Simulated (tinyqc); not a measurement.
Inside a calculation. Method: G0W0 on RHF in the sto-3g basis, for H2, spin multiplicity 1. One step of it, computed by the program tinyqc.

Problem. G0W0 on Hartree-Fock: HOMO. W(p,q,m) = sqrt2 sum_ia (pq|ia) (X+Y)_ia,m; Sigma_c(x) = sum_(i,m) W^2/(x - e_i + w_m) + sum_(a,m) W^2/(x - e_a - w_m); solve x = e_p + Sigma_c(x) by Newton steps; Z = 1/(1 - dSigma/dx); 1 hartree = 27.211386 eV.

orbital energies (hartree): MO1 -0.605067, MO2 0.739335

Two-electron integrals over orbitals (pq|rs), unique and non-zero (hartree):
```
(11|11) 0.686582   (21|21) 0.177809   (22|11) 0.674649   (22|22) 0.709280
```

excitation energies w (hartree): 1.662410

X + Y:
```
            1
1>2  0.899281
```

Give: The 12 largest terms at x = e_p; Newton steps; quasiparticle energy of the HOMO; Hartree-Fock value.

Solution.

The 12 largest terms at x = e_p (hartree; W for the signs of X + Y given):
```
q  m       W     term
2  1  0.2261  -0.0170
```

Newton steps (hartree):
```
step        x  Sigma_c(x)       Z
0     -0.6051     -0.0170  0.9944
1     -0.6220     -0.0169  0.9944
2     -0.6220     -0.0169  0.9944
```

quasiparticle energy of the HOMO = -16.9249 eV

Hartree-Fock value = -16.4647 eV
